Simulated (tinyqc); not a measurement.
# Which input was changed?

Model: microkinetic model of low-temperature epitaxy from hydride gases: adsorption, hydrogen desorption and rate control. Computed by tinyqc, a small Python program. Command: `OMP_NUM_THREADS=1 python tinyqc.py 3028974 3028975 out.jsonl hepi which`. One thread of a shared host (Intel(R) Xeon(R) Processor @ 2.30GHz), about 0.1 s of CPU time with the checks.

Each hydride molecule needs two free sites and leaves four hydrogen atoms, of which two leave at once as H2; theta is the hydrogen coverage, the site density is 6.78 per nm^2 and one layer is 1.358 angstrom thick.

Inputs (values chosen for the exercise, close to those used for silane and germane on Si(001)):

| quantity | value | unit |
|---|---|---|
| silane pressure p_S | 0.025 | Pa |
| sticking prefactor of silane s0 | 0.14 | - |
| adsorption barrier E_s | 0.2 | eV |
| desorption prefactor nu_d | 1.3e+12 | 1/s |
| desorption energy on silicon E_d | 1.96 | eV |
| hydrogen carrier pressure p_H | 3200 | Pa |
| sticking of hydrogen s_H | 1e-07 | - |
| temperature T | 620 | C |
| germane pressure p_G | 0.00035 | Pa |
| sticking ratio of germane to silane r_G | 2.2 | - |
| lowering of E_d per unit germanium fraction, dE | 0.49 | eV |

Film: silicon-germanium. Order of hydrogen desorption: first.

Constants: k_B = 8.617333262e-05 eV/K; u = 1.6605390666e-27 kg; k_B = 1.380649e-23 J/K.

Method:
- Flux per site F = p/(sqrt(2 pi M k_B T) x 6.78e18 per m^2), M = 32.12 u (silane), 76.63 u (germane), 2.016 u (hydrogen); s = s0 exp(-E_s/(k_B T)); k_S = s F_S, k_G = r_G s F_G; germanium fraction x = k_G/(k_S + k_G); k = k_S + k_G; k_H = s_H F_H; k_d = nu_d exp(-(E_d - dE x)/(k_B T)).
- Temperatures in kelvin are T(C) + 273.15.
- With k the hydride and k_H the hydrogen adsorption rate on free pairs and k_d the desorption rate, steady state: 2 (k + k_H)(1 - theta)^2 = k_d theta; growth rate R = k (1 - theta)^2 layers/s; 1 layer/s = 8.148 nm/min.
- With c = 2 (k + k_H)/k_d the free share is 1 - theta = 2/(1 + sqrt(1 + 4c)).
- X_i = d ln R/d ln k_i at fixed other constants. With f = 1 - theta and a = 2/f + 1/theta: d ln f/d ln k_d = 1/(a f), so X_d = 2/(a f), X_k = 1 - X_d k/(k + k_H), X_H = -X_d k_H/(k + k_H); they sum to 1.

Question. One of these inputs alone was changed, within the range given: silane pressure p_S (0.0125 to 0.05); desorption prefactor nu_d (6.5e+11 to 2.6e+12); desorption energy on silicon E_d (1.6 to 2.6); germane pressure p_G (0.000175 to 0.0007). Which one, and to what value?

Results:

| run | germanium fraction x | hydrogen coverage theta | X_d (desorption) |
|---|---|---|---|
| before | 0.01955078 | 0.2833481 | 0.4415764 |
| after | 0.01684260 | 0.2904284 | 0.4501271 |

Answer.

Each candidate set to reproduce germanium fraction x, and what it then gives:

| candidate | range searched | value needed | hydrogen coverage theta | X_d (desorption) |
|---|---|---|---|---|
| silane pressure p_S (Pa) | 0.0125 to 0.05 | 0.02910 | 0.29043 | 0.45013 |
| desorption prefactor nu_d (1/s) | 6.5e+11 to 2.6e+12 | no effect | - | - |
| desorption energy on silicon E_d (eV) | 1.6 to 2.6 | no effect | - | - |
| germane pressure p_G (Pa) | 0.000175 to 0.0007 | 3.007e-4 | 0.28601 | 0.44480 |

Only silane pressure p_S fits every result: it went from 0.025 to 0.0291 Pa. The next best candidate, germane pressure p_G, misses one result by 1.5 %.
